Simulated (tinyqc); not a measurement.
Rapid thermal processing of a wafer: radiative balance, ramp and cooling, pattern effects, pyrometer error and spike budget. From natural cooling rate back to reflectivity of the chamber walls r. Computed by tinyqc, a small Python program. Command: `OMP_NUM_THREADS=1 python tinyqc.py 3114035 3114036 out.jsonl rtp inv`. One thread of a shared host (Intel(R) Xeon(R) Processor @ 2.30GHz), about 0.04 s of CPU time with the checks.

The wafer is opaque and uniform through its thickness unless said otherwise; temperatures in formulas are in kelvin (C + 273.15). sigma = 5.670374419e-12 W/(cm^2 K^4).

Inputs (values chosen for the exercise, modelled on a hot silicon wafer):
```
quantity,value,unit
wafer thickness d,725,micrometre
heat capacity per volume C,2.16,J/(cm^3 K)
thermal conductivity k,0.28,W/(cm K)
emissivity eps of each face,0.65,-
"gas heat-transfer coefficient h, both faces together",4.1,mW/(cm^2 K)
wall temperature T_w,350,K
process temperature,971,C
ramp rate,330,K/s
```

Method. Effective emissivity between parallel grey plates: eps_eff = 1/(1/eps + 1/(1 - r) - 1). Loss per area q(T) = 2 eps_eff sigma (T^4 - T_w^4) + h (T - T_w). Absorbed power during a ramp = q(T) + C d x ramp rate; thermal time constant tau = C d/(dq/dT), dq/dT = 8 eps_eff sigma T^3 + h; natural cooling rate q/(C d); front-to-back difference under one-sided heating at the end of the ramp = (absorbed power) d/(2 k).

Question. A run gave the result below. Find the reflectivity of the chamber walls r, known to lie between 0.095 and 0.29.

natural cooling rate = 122.42 K/s

Answer.

Each step takes the trial c = (a f_b - b f_a)/(f_b - f_a), f being the result less the target and a, b, c the logarithms of the listed values; c replaces end b, the old b replaces a if the sign of f changed, and otherwise f_a is halved.

Scan of the range:
```
reflectivity of the chamber walls r,natural cooling rate (K/s)
0.095,128.331
0.114,126.839
0.138,124.926
0.166,122.650
0.200,119.822
0.241,116.315
0.290,111.976
```

False position (Illinois rule, in the logarithm of the input) inside the bracket:
```
step,end a,end b,trial,natural cooling rate (K/s)
1,0.166000,0.200000,0.168536,122.442
2,0.200000,0.168536,0.168775,122.422
3,0.200000,0.168775,0.168819,122.418
4,0.168775,0.168819,0.168799,122.420
5,0.168819,0.168799,0.168799,122.420
```

Natural cooling rate falls at every point of a 13-point scan of the range (every second point is shown), so one value fits; it is bracketed by 0.166 and 0.200. Answer: reflectivity of the chamber walls r = 0.1688.
